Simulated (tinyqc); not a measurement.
One anharmonic mode: perturbation theory, self-consistent phonons and exact levels: one step, computed by the program tinyqc. Command: `OMP_NUM_THREADS=1 python tinyqc.py 3010987 3010988 out.jsonl scp walk`. One thread of a shared host (Intel(R) Xeon(R) Processor @ 2.30GHz), about 0.05 s of CPU time with the checks.

V(x) = k x^2/2 + b x^4 for one coordinate x of mass M. A constant K > 0 gives hbar Omega = sqrt((hbar^2/u) K/M) with K in eV/angstrom^2 and M in u.

Task: Self-consistent results. Self-consistent phonon, centred at x = 0: K = k + 12 b <x^2>, <x^2> = (hbar Omega/(2K)) coth(hbar Omega/(2 k_B T)). Its free energy is F = k_B T ln[2 sinh(hbar Omega/(2 k_B T))] + (k - K)<x^2>/2 + 3 b <x^2>^2, an upper bound to the exact one.

Inputs (values chosen for the exercise, for a model mode):
```
quantity             value           unit
mode mass M            103              u
harmonic constant k    -23  eV/angstrom^2
quartic constant b     666  eV/angstrom^4
temperature T          790              K
```

Shape: double well.

self-consistent K = 14.61728 eV/angstrom^2

Constants: hbar^2/u = 4.18015928e-03 eV angstrom^2; k_B = 8.617333262e-05 eV/K.

Give: self-consistent quantum; self-consistent <x^2>; self-consistent free energy.

Result:

self-consistent quantum = 24.356 meV

self-consistent <x^2> = 0.0047069 angstrom^2

self-consistent free energy = -113.87 meV
